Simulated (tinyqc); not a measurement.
Ballistic Schottky-barrier transistor with a one-dimensional channel, WKB contacts: one step of the calculation.

Source Fermi level 0, drain Fermi level -Vd. Far from the contacts Ec = pn - psi, and the gate moves psi one to one; the band edges relax as exp(-x/lam) from pn at the source and pn - Vd at the drain; Ev = Ec - Eg. A carrier of energy w inside the channel band meets at a contact a barrier of height D (the contact edge beyond the channel edge): T = 1 for w >= D, else exp(-S), S = 4 lam sqrt(m/C) [sqrt(D - w) - sqrt(w) arctan sqrt((D - w)/w)], C = hbar^2/(2 m0). The two contacts combine as Ts Td/(Ts + Td - Ts Td).

Problem. Current of the electrons on a coarse grid. I = g (2 q^2/h) int T(w) [f(Es + w) - f(Ed + w)] dw, f(y) = 1/(1 + exp(y/Vt)). Electrons: Ds = psi, Dd = psi - Vd, Es = Ec, Ed = Ec + Vd. Holes: Ds = -psi, Dd = Vd - psi, Es = -Ev, Ed = -Ev - Vd. The size of each current is taken; both flow from drain to source and add. Simpson's rule on nE equally spaced w from 0 to wm.

Parameters, values chosen for the exercise; channel values close to those of a silicon nanowire with silicide contacts:
- T = 350 K (temperature)
- pn = 0.7 eV (barrier for electrons at both contacts)
- mn = 0.2 m0 (electron mass)
- g = 2 (valleys or subbands)
- lam = 1.8 nm (screening length at the contacts)
- Vd = 0.1 V (drain bias)
- ps = 0.7 V (band shift psi of the channel by the gate)
- wm = 0.91 eV (upper end of the grid)
- nE = 13 (points of the grid)

Constants: q = 1.602176634e-19 C, kB = 1.380649e-23 J/K, hbar = 1.054571817e-34 J s, h = 6.62607015e-34 J s, m0 = 9.1093837015e-31 kg, Vt = kB T/q, hbar^2/(2 m0) = 0.0380998212 eV nm^2. Results are converted to the units shown.

Find: w; Ts; Td; T; size of the supply difference; current.

Solution.

```
point,w (eV),Ts,Td,T,size of the supply difference
0,0.00000,1.0138e-6,2.8223e-6,7.4589e-7,0.46496
1,0.07583,5.9875e-4,0.0015670,4.3340e-4,0.071931
2,0.15167,0.0053294,0.013056,0.0037989,0.0062675
3,0.22750,0.023450,0.053493,0.016573,5.1032e-4
4,0.30333,0.070906,0.14959,0.050536,4.1315e-5
5,0.37917,0.16702,0.32288,0.12369,3.3433e-6
6,0.45500,0.32594,0.56949,0.26150,2.7054e-7
7,0.53083,0.54437,0.83950,0.49306,2.1891e-8
8,0.60667,0.78904,1.0000,0.78904,1.7714e-9
9,0.68250,0.98180,1.0000,0.98180,1.4334e-10
10,0.75833,1.0000,1.0000,1.0000,1.1599e-11
11,0.83417,1.0000,1.0000,1.0000,9.3857e-13
12,0.91000,1.0000,1.0000,1.0000,7.5947e-14
```

current = 8.3244e-4 uA

Range of the model: No scattering, image-force lowering, channel charge or band-to-band tunnelling; parabolic kappa overstates S deep in the gap.

Numbers from tinyqc (`OMP_NUM_THREADS=1 python tinyqc.py 2390134 2390135 out.jsonl`; about 0.04 s on one thread of a shared Intel Xeon 2.30GHz).
